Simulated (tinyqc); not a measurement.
## Doping and flat-band voltage from the body effect

Question. VT = Vfb + 2 phiF + gamma sqrt(2 phiF + Vsb), phiF = Vt ln(Na/ni), gamma = sqrt(2 q eps0 eps_r Na)/Cox, Cox = eps0 eox/tox. Find Na, gamma and Vfb from two thresholds.

Parameters, values chosen for the exercise; material values close to those of silicon: temperature T = 325 K; relative permittivity of the semiconductor eps_r = 11.7; relative permittivity of the gate insulator eox = 24.9; insulator thickness tox = 24 nm.

Constants: q = 1.602176634e-19 C, kB = 1.380649e-23 J/K, Vt = kB T/q, eps0 = 8.8541878128e-14 F/cm where lengths are in cm. Results are converted to the units shown.

VT at Vsb = 0 and 2.1 V (V): [0.65349723, 1.0948359]
ni = 5.3489729e10 cm^-3

Solution. The difference of the thresholds, gamma [sqrt(2 phiF + Vsb) - sqrt(2 phiF)], holds no Vfb and rises with Na, so it has one root; Vfb then follows from the first threshold.

Na = 8.200e17 cm^-3
gamma = 0.5679 V^0.5
Vfb = -0.8200 V

Numbers from tinyqc (`OMP_NUM_THREADS=1 python tinyqc.py 2360139 2360140 out.jsonl`; about 0.06 s on one thread of a shared Intel Xeon 2.30GHz).
